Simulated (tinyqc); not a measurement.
FinFET, parasitic resistance, capacitance and delay: two steps of the calculation.

Nf fins under one contact; each has gated perimeter p = 2 Hf + Wf and cross-section A = Hf Wf; contact width Wc = Nf pf, stack height Hs = Hf. Contact length Lc = CPP - Lg - 2 Lsp, shared by two neighbouring gates. Source and drain sides are equal. The formulas are first-order estimates, not field solutions.

Inputs (values chosen for the exercise); values close to those of silicon logic devices:
```
symbol,value,unit,meaning
Nf,1,,number of fins
Hf,42,nm,fin height
Wf,5,nm,fin width
pf,24,nm,fin pitch
Lg,16,nm,gate length
Lsp,5,nm,spacer length
ks,3.3,,relative permittivity of the spacer
Hc,30,nm,gate height above the channel stack
Lov,1,nm,gate overlap
Cinv,3,uF/cm^2,inversion capacitance
Cw,0.06,fF,wire load
Vdd,0.6,V,supply voltage
```

Constants: eps0 = 8.8541878128e-12 F/m. Results are converted to the units shown.

Task 1. Capacitances. With N fins: gate Cg = Cinv p N Lg; per side, plate Cp = ks eps0 [Wc (Hs + Hc) - N A]/Lsp, top fringe Cf = (2/pi) ks eps0 Wc ln(1 + Lg/(2 Lsp)), overlap Co = Cinv p N Lov. Cs = Cp + Cf + Co. An inverter of two such devices driving an equal one has the load CL = 2 (Cg + 2 Cs) + 4 Cs + Cw (its own drains counted twice for the Miller effect).

Wanted: Cg; Cp; Cf; Co; CL.

Result 1.

Cg = 42.72 aF
Cp = 8.871 aF
Cf = 0.4266 aF
Co = 2.670 aF
CL = 241.2 aF

The channel capacitance gives 35.4 % of CL, the parasitic parts 39.7 % and the wire 24.9 %.

Task 2. Effective current, delay and energy. Ieff = (IH + IL)/2, delay CL Vdd/(2 Ieff), energy CL Vdd^2, with CL the load of an inverter that drives an equal one.

IH = I(Vdd, Vdd/2) = 62.528145 uA
IL = I(Vdd/2, Vdd), solved likewise = 13.015986 uA
CL = 241.17923 aF

Give: Ieff; delay; energy.

Result 2.

Ieff = 37.77 uA
delay = 1.916 ps
energy = 86.82 aJ

tinyqc, about 0.04 s, one thread, Intel Xeon 2.30GHz (shared host): `OMP_NUM_THREADS=1 python tinyqc.py 2170086 2170087 out.jsonl`
